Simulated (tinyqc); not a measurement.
# Barrier and mass from two temperatures

Inverse problem. The saturation current of a Schottky diode is J0 = A* T^2 exp(-q phi/(kB T)) with a fixed barrier and A* = 4 pi q me m0 kB^2/h^3 (times 1e-4 for A/(cm^2 K^2)). Find phi, A* and me.

Constants: q = 1.602176634e-19 C, kB = 1.380649e-23 J/K, h = 6.62607015e-34 J s, m0 = 9.1093837015e-31 kg. Results are converted to the units shown.

J0 at 280 and 350 K (A/cm^2): [4.4243008e-6, 0.0011791429]

Answer. The slope of ln(J0/T^2) against q/(kB T) is -phi and the intercept is ln A*.

phi = 0.6200 eV
A* = 8.148 A/(cm^2 K^2)
me = 0.06780 m0

tinyqc, about 0.01 s, one thread, Intel Xeon 2.30GHz (shared host): `OMP_NUM_THREADS=1 python tinyqc.py 2640015 2640016 out.jsonl`
